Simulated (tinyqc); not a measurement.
Arrhenius fit: deep-level transient spectroscopy (DLTS) of one majority-carrier trap. Computed by tinyqc, a small Python program. Command: `OMP_NUM_THREADS=1 python tinyqc.py 3025569 3025570 out.jsonl dlts walk`. One thread of a shared host (Intel(R) Xeon(R) Processor @ 2.30GHz), about 0.04 s of CPU time with the checks.

A filling pulse loads the traps in a one-sided junction; under reverse bias they empty at the rate e, and the capacitance relaxes as C(t) = C_0 - dC exp(-e t). The signal is S = [C(t_2) - C(t_1)]/dC.

Inputs (values chosen for the exercise, with mass and screening modelled on silicon):
```
quantity                    value  unit
density-of-states mass m    0.328   m_0
valleys M                       6     -
trap depth E_t              0.308    eV
cross-section sigma_0     1.6e-14  cm^2
degeneracy ratio g            0.5     -
gate time t_1              0.0003     s
ratio t_2/t_1                  10     -
```

Carriers: electrons. Extra term: none.

Constants: k_B = 8.617333262e-05 eV/K; k_B = 1.380649e-23 J/K; m_0 = 9.1093837015e-31 kg; h = 6.62607015e-34 J s.

Method:
- e = g sigma v N_b exp(-E/k_B T), v = sqrt(3 k_B T/m), N_b = 2 M (2 pi m k_B T/h^2)^(3/2), sigma = sigma_0, E = E_t.
- S(e) = exp(-e t_1) - exp(-e t_2) peaks at the rate window e_0 = ln(t_2/t_1)/(t_2 - t_1).
- t_1 is scaled by 0.1, 0.3, 1, 3, 10 and 30 at fixed t_2/t_1; each T_p by bisection.
- Least squares of ln(e_0/T_p^2) on 1/(k_B T_p): slope -E_a, intercept ln(gamma sigma_a) with gamma = v N_b/T^2 = sqrt(3 k_B/m) 2 M (2 pi m k_B/h^2)^(3/2). For comparison, the slope of ln e_0 alone.

Arrhenius data:
```
t_1 (s)  e_0 (1/s)  T_p (K)  1/(k_B T_p) (1/eV)  ln(e_0/T_p^2)
0.00003    8528.09  186.555             62.2044       -1.40633
0.00009    2842.70  177.326             65.4418       -2.40347
0.00030     852.81  168.166             69.0064       -3.50136
0.00090     284.27  160.565             72.2730       -4.50747
0.00300      85.28  152.959             75.8669       -5.61439
0.00900      28.43  146.599             79.1581       -6.62807
```

apparent depth E_a = 0.308 eV

intercept = 17.753

gamma = 6.4087e+21 cm^-2 s^-1 K^-2

apparent cross-section = 8.0000e-15 cm^2

slope without T^2 = 0.33641 eV

The apparent depth is 0.3080 eV against E_t = 0.308 eV, and the apparent cross-section is 0.500 times sigma_0: only the degeneracy ratio enters. Leaving out the T^2 factor overstates the slope by 28 meV, about 2 k_B T_p.

Extremes, crossings and ranges named in words are read from the listed rows.
